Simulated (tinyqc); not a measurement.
Worked calculation: grain-boundary trapping model (Seto) of a polycrystalline semiconductor film. Computed by tinyqc, a small Python program that keeps every step. Command: `OMP_NUM_THREADS=1 python tinyqc.py 3030066 3030067 out.jsonl poly walk`. One thread of a shared host (Intel(R) Xeon(R) Processor @ 2.30GHz), about 0.01 s of CPU time with the checks. Intermediate numbers are printed to about 6 digits and carried at full precision; extremes and crossings named in words are read from the listed rows.

Grains of equal size L are joined by thin boundaries with one trap level. Trapped carriers deplete a width W on each side and raise a barrier, crossed by thermionic emission. Dopants are fully ionised, statistics are non-degenerate and mu_g does not depend on T.

Inputs (values chosen for the exercise, modelled on polycrystalline germanium):
```
quantity                                     value    unit
permittivity eps                                16       -
effective mass m                              0.18     m_0
effective density of states at 300 K, N_c  6.2e+18  1/cm^3
grain size L                                    34      nm
trap density Q_t                           1.4e+12  1/cm^2
trap level E_t below the band edge            0.23      eV
doping N                                   8.2e+16  1/cm^3
temperature T                                  300       K
```

Grain interior: neglected.

Constants: e = 1.602176634e-19 C; eps_0 = 8.8541878128e-12 F/m; k_B = 8.617333262e-05 eV/K; m_0 = 9.1093837015e-31 kg; k_B = 1.380649e-23 J/K.

## Critical doping

If all traps fill, the grain is just depleted at N* = Q_t/L, with the barrier e Q_t L/(8 eps eps_0).

N* = 4.11765e+17 1/cm^3

barrier at N* with all traps filled = 0.0672913 V

The traps stay filled only while e V_B is below E_t - k_B T ln(N_c(T)/N*) = 0.160 eV. The barrier above stays below that, so nearly all traps can fill.

## Barrier

N_c(T) = N_c (T/300 K)^(3/2). Filled traps Q = Q_t/(1 + (1/2) exp((E_t* - E_F)/k_B T)), where E_t* = e V_B - E_t and E_F are counted from the band edge at the grain centre. Partial depletion: Q = 2 N W, V_B = e N W^2/(2 eps eps_0), E_F = k_B T ln(N/N_c); solve for W. If that W would exceed L/2 the grain is fully depleted: W = L/2, Q = N L, and E_F follows from the trap equation. Centre density n_0 = N_c exp(E_F/k_B T).

depletion width W = 17 nm

barrier V_B = 0.0134006 V

E_F = -0.270496 eV

centre density n_0 = 1.77117e+14 1/cm^3

The grain is fully depleted, and n_0 is 0.00216 of N.

## Resistivity and effective mobility

Boundary: sigma_b = L e^2 n_0 exp(-e V_B/k_B T)/sqrt(2 pi m k_B T); rho = 1/sigma_b. Mean carrier density n_av = n_0 [(1 - 2W/L) + (2W/L) (sqrt(pi)/2) erf(y)/y], y = sqrt(e V_B/k_B T); effective mobility 1/(e n_av rho).

boundary resistivity = 70.9630 ohm cm

resistivity rho = 70.9630 ohm cm

mean carrier density = 1.50740e+14 1/cm^3

effective mobility = 583.484 cm^2/(V s)

Caution: the barrier is below 2 k_B T, so scattering inside the grains, left out here, also limits the real mobility.

## Activation energy

E_a = d ln(rho)/d(1/k_B T) from T - 5 K and T + 5 K; temperature coefficient d ln(rho)/dT.

activation energy E_a = 0.255847 eV

temperature coefficient = -3.29979 %/K

E_a is close to the trap depth E_t = 0.23 eV, since carriers must leave the traps.

## Against the doping

The formulas are those given above.

The same film:
```
N (1/cm^3)   W (nm)    V_B (V)  mean density (1/cm^3)  mobility (cm^2/(V s))  rho (ohm cm)
1.20e+16    17.0000  0.0019611            1.33962e+13                792.580   5.87848e+02
4.10e+16    17.0000  0.0067003            5.59155e+13                699.523   1.59572e+02
1.00e+17    17.0000  0.0163422            2.10919e+14                537.905   5.50134e+01
2.10e+17    17.0000  0.0343185            1.14853e+15                320.538   1.69538e+01
3.30e+17    17.0000  0.0539291            8.11159e+15                175.991   4.37213e+00
4.90e+17    14.1798  0.0557120            3.18677e+17                148.608   1.31794e-01
8.20e+17     8.5204  0.0336623            6.94185e+17                267.888   3.35630e-02
1.60e+18     4.3727  0.0172997            1.52404e+18                448.352   9.13430e-03
4.10e+18     1.7071  0.0067563            4.06678e+18                647.365   2.37077e-03
1.60e+19     0.4375  0.0017317            1.59910e+19                780.316   5.00200e-04
```

The barrier peaks among these rows at N = 4.9e17 (0.056 V) and the mobility has its minimum at 4.9e17; N* is 4.1e17. While the grain is fully depleted (W = L/2) V_B grows as N; once all traps are filled it falls as 1/N (last exponent -1.00). Partly depleted rows (W < L/2) with e V_B below 2 k_B T stretch the depletion approximation. Where the barrier is low the mobility is too high, because scattering inside the grains is left out. Where N approaches N_c the non-degenerate statistics fail. rho drops most steeply, as N^-8.9, between 3.3e17 and 4.9e17.

Checks made by the program: charge in the traps against the depleted charge (relative difference below 1e-10).
